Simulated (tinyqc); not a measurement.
## Van der Pauw, Hall and four-point-probe measurements on a doped layer: correction factor against the shape of the sample

A uniform n-type layer with sheet resistance Rs = 1/(q ns mu), point contacts, low field (mu B small).

Rs = 1/(q ns mu). For a rectangle with contacts at the corners, RA = (8 Rs/pi) sum_(k>=0) ln coth((2k + 1) pi a/(2 b)) with current along a short side b and voltage along the opposite one, RB the same with a and b exchanged. ar = a/b. F = Rs/[(pi/ln 2)(RA + RB)/2]; small-asymmetry estimate 1 - (ln 2/2) d^2 - ((ln 2)^2/4 - (ln 2)^3/12) d^4 with d = (RB - RA)/(RB + RA).

Parameters, values chosen for the exercise:
- ns = 9.7e12 cm^-2 (sheet density of the layer)
- mu = 580 cm^2/(V s) (drift mobility)

Constants: q = 1.602176634e-19 C. Results are converted to the units shown.

Correction factor against the shape of the sample:
```
ar    RA (ohm)  RB (ohm)  RB/RA       F  estimate of F
1        244.8     244.8  1.000   1.000          1.000
1.23     118.6     442.9  3.734  0.8718         0.8741
1.46     57.56     669.0  11.62  0.6738         0.7082
1.69     27.94     909.7  32.55  0.5221         0.6213
1.91     14.00      1147  81.92  0.4217         0.5862
2.14     6.797      1398  205.8  0.3484         0.5713
2.37     3.300      1652  500.6  0.2958         0.5653
2.6      1.602      1906   1190  0.2566         0.5628
```

Read the table: what changes, and by how much?

RB/RA rises from 1.00 to 1190 and F falls from 1.00 to 0.257. The estimate is 5.1 % above F at a/b = 1.46 and 2.19 times it in the last row. RA shrinks about as exp(-pi a/b): by a factor of 2.06 between the last two rows, against 2.06.

tinyqc, about 0.01 s, one thread, Intel Xeon 2.30GHz (shared host): `OMP_NUM_THREADS=1 python tinyqc.py 2850113 2850114 out.jsonl`
